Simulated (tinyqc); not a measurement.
Solubility, supersaturation, precipitation and gettering of an impurity in a silicon-like host: one step, computed by the program tinyqc.

The wafer was saturated at T1 and is then held at T.

Problem. Segregation into a layer on one face. k = k_0 exp(E_g/(k_B T)); in equilibrium the bulk keeps C/C0 = 1/(1 + k t_g/w). For a strong sink on one face the slowest diffusion mode has tau_w = 4 w^2/(pi^2 D), and C/C0 is estimated as c_eq + (1 - c_eq)(8/pi^2) sum over odd m up to 99 of exp(-m^2 t/tau_w)/m^2. Precipitation is left out here.

Inputs (values chosen for the exercise, modelled on chromium in silicon):
```
quantity                      value        unit
temperature of saturation T1   1400           K
anneal temperature T           1162           K
anneal time t                    47           s
wafer thickness w               400  micrometre
segregation energy E_g         0.59          eV
segregation prefactor k_0     0.018           -
getter layer thickness t_g     0.24  micrometre
```

Gettering: segregation gettering in a layer.

D(T) = 2.082530e-07 cm^2/s

Constants: k_B = 8.617333262e-05 eV/K.

Give: segregation coefficient k; equilibrium C/C0; tau_w; mean C/C0 at t.

Solution.

segregation coefficient k = 6.5192

equilibrium C/C0 = 0.99610

tau_w = 3113.8 s

mean C/C0 at t = 0.99966

Diffusion and capacity both matter. Caution: the barrier to homogeneous nucleation is below 35 k_B T for these inputs, so new precipitates would form and outnumber the fixed sinks assumed here.
